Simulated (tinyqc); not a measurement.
Hall measurement with a parallel conducting layer.

Two layers in parallel, unit Hall factors, low field: 1/Rs = q (ns mu + n2 m2); apparent mobility (ns mu^2 + sg n2 m2^2)/(ns mu + n2 m2); apparent density (ns mu + n2 m2)^2/(ns mu^2 + sg n2 m2^2); a negative value means the sign of the second layer.

Inputs (values chosen for the exercise):
```
symbol   value        unit                                           meaning
ns      6.7e12       cm^-2                        sheet density of the layer
mu          90  cm^2/(V s)                                    drift mobility
m2         350  cm^2/(V s)                    mobility of the parallel layer
sg           1              sign of its carriers relative to the first layer
```

Constants: q = 1.602176634e-19 C. Results are converted to the units shown.

Hall measurement with a parallel conducting layer:
columns A: n2 (cm^-2); B: Rs (ohm/square); C: apparent density (cm^-2); D: apparent mobility (cm^2/(V s)); E: share of the conductance in layer 2 (%)
```
A           B         C      D      E
2e10  1.023e4  6.560e12  92.98  1.148
9e10     9837  6.166e12  102.9  4.965
4e11     8400  5.346e12  139.0  18.84
2e12     4790  5.673e12  229.7  53.72
7e12     2044  1.022e13  298.6  80.25
3e13    562.1  3.306e13  335.9  94.57
1e14    175.3  1.030e14  345.6  98.31
5e14    35.54  5.030e14  349.1  99.66
2e15    8.909  2.003e15  349.8  99.91
```

The apparent mobility rises from 93.0 to 350 cm^2/(V s), between mu = 90 and sg m2 = 350. The apparent density never exceeds ns + n2; among the rows it falls to 0.652 of that sum, at n2 = 2e12.

Numbers from tinyqc (`OMP_NUM_THREADS=1 python tinyqc.py 2850156 2850157 out.jsonl`; about 0.01 s on one thread of a shared Intel Xeon 2.30GHz).
